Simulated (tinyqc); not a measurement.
Worked calculation: lattice vibrations of a chain. Computed by tinyqc, a small Python program that keeps every step. Command: `OMP_NUM_THREADS=1 python tinyqc.py 22364 22365 out.jsonl` (the two numbers bound the seeds that draw the settings). One thread of a shared host (Intel(R) Xeon(R) Processor @ 2.60GHz), about 0.01 s of CPU time with the checks.

## Dynamical matrix at q = 0.14

A chain moving along its axis:
```
atom   mass (u)  spring to the next atom (eV/angstrom^2)
1      50.10000                                  5.10000
2     101.00000                                  8.30000
3      39.90000                                 25.80000
4      88.00000                                 27.10000
```

q is in units of 2 pi/a. A spring k from atom i to atom j, n cells on, adds k to Phi_ii and Phi_jj, -k exp(2 pi i q n) to Phi_ij and the conjugate to Phi_ji (for one atom a cell: 2k (1 - cos 2 pi q n)); D_ij = Phi_ij / sqrt(m_i m_j).

D(q) (eV/(angstrom^2 u)), lower triangle (Hermitian):
```
                   1         2         3        4
1            0.64271
2           -0.07170   0.13267
3            0.00000  -0.13075   0.85464
4  -0.26016-0.31448i   0.00000  -0.43540  0.60114
```

## Frequencies

omega^2 are the eigenvalues; wavenumber = 521.4708 sqrt(eigenvalue) 1/cm.

eigenvalues: 0.00698  0.17858  0.74435  1.30124

wavenumbers (1/cm): 43.6  220.4  449.9  594.9

weights |e|^2 of the mass-weighted modes:
```
         mode 1   mode 2   mode 3   mode 4
atom 1  0.17902  0.10675  0.55125  0.16298
atom 2  0.35695  0.62404  0.01077  0.00824
atom 3  0.14340  0.03237  0.40342  0.42080
atom 4  0.32062  0.23684  0.03455  0.40798
```

## Dispersion and heat capacity

C/k_B per atom = mean over q = (j + 1/2)/80, j = 0..39 and all branches of y^2 e^y/(e^y - 1)^2, y = hc wavenumber / k_B T.

Wavenumbers (1/cm):
```
q         branch 1   branch 2   branch 3   branch 4
0.00000    0.00000  226.89526  448.31826  595.19149
0.06250   19.55217  225.57256  448.65343  595.12055
0.12500   38.95913  221.67036  449.60103  594.91763
0.18750   58.06138  215.37847  451.00093  594.61146
0.25000   76.66128  206.99722  452.62573  594.24640
0.31250   94.46670  196.95299  454.22386  593.87699
0.37500  110.91721  185.93796  455.55923  593.56033
0.43750  124.51802  175.55318  456.44214  593.34691
0.50000  130.69121  170.44428  456.75046  593.27161
```

Heat capacity:
```
T (K)  C/k_B per atom
20            0.07434
50            0.19552
100           0.37073
200           0.62814
300           0.78122
600           0.93273
1200          0.98219
```

zero-point energy per atom = 20.51828 meV
